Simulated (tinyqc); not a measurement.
Inside a calculation. Model: ballistic transport through the one-dimensional subbands of a rectangular nanowire or nanosheet channel. Computed by tinyqc, a small Python program that keeps every step. Command: `OMP_NUM_THREADS=1 python tinyqc.py 3009606 3009607 out.jsonl wire walk`. One thread of a shared host (Intel(R) Xeon(R) Processor @ 2.30GHz), about 0.03 s of CPU time with the checks. Intermediate numbers are printed to about 6 digits and carried at full precision; extremes and crossings named in words are read from the listed rows.

Hard walls, parabolic subbands, transport along x. Energies are counted from the bulk conduction band edge at the top of the barrier, which the gate pulls down by U; the source Fermi level lies at the bulk edge when U = 0.

Inputs (values chosen for the exercise, modelled on silicon): light mass m_t = 0.19 m_0; heavy mass m_l = 0.902 m_0; height a = 4.2 nm; width b = 4.8 nm; equivalent oxide thickness t = 1.2 nm; gate voltage above flat band V_G = 1 V; drain voltage V_D = 0.01 V; temperature T = 77 K; mean free path for back-scattering lambda = 68 nm; channel length L = 150 nm.

Valleys: silicon [100] wire.

Constants: hbar^2/(2 m_0) = 3.80998212 eV angstrom^2; k_B = 8.617333262e-05 eV/K; m_0 = 9.1093837015e-31 kg; k_B = 1.380649e-23 J/K; hbar = 1.054571817e-34 J s; eps_0 = 8.8541878128e-12 F/m; e = 1.602176634e-19 C; h = 6.62607015e-34 J s.

## Subbands

E_pq = (hbar^2 pi^2/2)(p^2/(m_y b^2) + q^2/(m_z a^2)); valley pairs: (m_x, m_y, m_z) = (m_t, m_t, m_l), (m_t, m_l, m_t), (m_l, m_t, m_t), each with degeneracy g = 2; the 10 lowest subbands are kept.

Subbands:
```
valley axis  p  q  E (meV)  m_x (m_0)
z            1  1  109.532      0.190
y            1  1  130.288      0.190
z            1  2  180.430      0.190
y            2  1  184.570      0.190
x            1  1  198.093      0.902
y            3  1  275.040      0.190
z            1  3  298.595      0.190
z            2  1  367.228      0.190
y            4  1  401.698      0.190
z            2  2  438.127      0.190
```

The second subband lies 20.8 meV, or 3.13 k_B T, above the first; the lowest belongs to the valleys with the heavy mass across the height.

## Self-consistent barrier

F_j(eta) = (1/Gamma(j + 1)) int_0^infinity x^j/(1 + exp(x - eta)) dx, F_0 = ln(1 + exp(eta)). Integrals over x = E/(k_B T) use 160 Gauss-Legendre points in u = sqrt(x) from 0 to sqrt(max(eta, 0) + 32). With degeneracy g = 2, eta_i = (U - E_i)/(k_B T) and u = e V_D/(k_B T): line density n = sum_i g sqrt(2 m_x k_B T/pi)/(2 hbar) [F_-1/2(eta_i) + F_-1/2(eta_i - u)]; gate: e n = C_ox (V_G - U/e), C_ox = 3.9 eps_0 2 (a + b)/t (flat-plate estimate); I = (2 e k_B T/h) sum_i g [F_0(eta_i) - F_0(eta_i - u)].

C_ox = 517.970 aF/micrometre

U = 204.033 meV

Occupation:
```
subband     eta_i   n_i (1/nm)  I_i (microampere)
1         14.2422  8.48312e-01        1.54962e+00
2         11.1140  7.41970e-01        1.54956e+00
3          3.5571  3.62306e-01        1.45403e+00
4          2.9333  3.12624e-01        1.38157e+00
5          0.8953  3.08078e-01        8.27179e-01
6        -10.7013  2.82281e-06        1.80224e-05
7        -14.2512  8.10888e-08        5.17715e-07
8        -24.5947  2.61119e-12        1.66713e-11
9        -29.7896  1.44786e-14        9.24396e-14
10       -35.2797  5.97578e-17        3.81527e-16
```

line density n = 2.57329 1/nm

ballistic current I = 6.76197 microampere

mean velocity I/(e n) = 0.164011 1e7 cm/s

5 of the subbands lie below the source Fermi level; the lowest carries 23 % of the current with 33 % of the charge. The gate spends 20 % of V_G on moving the bands.

## Conductance, capacitance and scattering

Linear conductance G = (2 e^2/h) sum_i g f(eta_i), g = 2, f = 1/(1 + exp(-eta_i)), with the barrier frozen at the eta_i above; current per perimeter I/(2(a + b)); with scattering, transmission lambda/(lambda + L) and low-bias resistance (1 + L/lambda)/G.

open modes sum g f = 9.26344

ballistic conductance = 717.740 microsiemens

current per perimeter = 375.665 microampere/micrometre

transmission = 0.311927

low-bias resistance with scattering = 4.46664 kiloohm

Even without scattering the wire has h/(2 e^2 M) = 1.39 kiloohm, which sits in the contacts.

## Gate sweep

Open modes are sum_i g/(1 + exp(-eta_i)). The last column is e dn/dV_G over C_ox, taken up to the next row.

Against the gate voltage:
```
V_G (V)   U (meV)     n (1/nm)  I (microampere)   open modes     C_g/C_ox
-0.19    -190.000  3.25068e-21      2.07541e-20  5.18582e-20  3.52814e-14
-0.09     -90.000  1.14062e-14      7.28232e-14  1.81963e-13  2.10158e-06
0.03       30.000  8.15309e-07      5.20537e-06  1.30066e-05  3.47291e-01
0.16      114.852  1.45960e-01      8.66523e-01  1.55881e+00  8.41932e-01
0.26      130.659  4.18150e-01      1.94122e+00  2.95014e+00  8.72175e-01
0.39      147.276  7.84706e-01      2.86463e+00  3.87135e+00  8.56453e-01
0.53      167.372  1.17234e+00      3.25351e+00  4.39610e+00  8.88780e-01
0.69      185.168  1.63208e+00      4.50034e+00  6.63655e+00  9.33417e-01
0.86      196.487  2.14508e+00      5.95278e+00  8.43142e+00  9.47118e-01
1.10      209.178  2.87995e+00      7.16451e+00  9.60964e+00            -
```

Between the first two rows the current rises one decade per 15 mV, against the limit ln(10) k_B T/e = 15 mV. Above threshold C_g/C_ox lies between 0.84 and 0.95: the quantum capacitance in series costs little, since heavy or many subbands hold the charge. It dips where a subband has filled past its van Hove peak and recovers when the next one opens or the drain starts to fill the band.

Checks made by the program: density of the lowest subband against a direct sum over k (relative difference 1e-09).
